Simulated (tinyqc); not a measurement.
# Fermi-level pinning from two metals

Inverse problem. Cowley-Sze model with the space charge neglected: phiB = S (phiM - chi) + (1 - S)(Eg - phi0), S = 1/(1 + q Dit dl/(eps0 ei)), dl in cm. Find S, phi0 and Dit.

Values chosen for this exercise; band and dielectric values those of a made-up semiconductor:
- Eg = 0.605 eV (band gap)
- chi = 4.45 eV (electron affinity)
- dl = 0.6 nm (thickness of the interfacial layer)
- ei = 1 (relative permittivity of the interfacial layer)

Constants: q = 1.602176634e-19 C, eps0 = 8.8541878128e-14 F/cm where lengths are in cm. Results are converted to the units shown.

barriers for metals with phiM = 4.75 and 5.36 eV (eV): [0.26912183, 0.34095936]

Solution. S is the slope of phiB against phiM; either barrier then gives phi0, and S gives Dit.

S = 0.118
phi0 = 0.340 eV
Dit = 6.90e13 cm^-2 eV^-1

Program tinyqc, `OMP_NUM_THREADS=1 python tinyqc.py 2020088 2020089 out.jsonl`; Intel Xeon 2.30GHz, shared host, one thread, about 0.06 s.
